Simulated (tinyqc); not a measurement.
## Channel mobility from two channel lengths

Question. Two power MOSFETs differ only in channel length: R_on = R_rest + Lc (Wp + a)/(2 mch Cox Vov), Cox = 3.9 eps0/tox. Find mch and R_rest.

Inputs (values chosen for the exercise): gate oxide thickness (eps_r 3.9) tox = 40 nm; gate overdrive Vov = 7 V; width of the p body in one cell, channels included Wp = 7 um; gap between neighbouring p bodies a = 4.4 um.

Constants: eps0 = 8.8541878128e-14 F/cm where lengths are in cm. Results are converted to the units shown.

R_on at Lc = 1 and 2.1 um (mohm cm^2): 12.191632  17.132427

Answer. R_on is a straight line in Lc; its slope gives mch and its intercept the rest.

mch = 21.00 cm^2/(V s)
R_rest = 7.700 mohm cm^2

Program tinyqc, `OMP_NUM_THREADS=1 python tinyqc.py 2230143 2230144 out.jsonl`; Intel Xeon 2.30GHz, shared host, one thread, about 0.01 s.
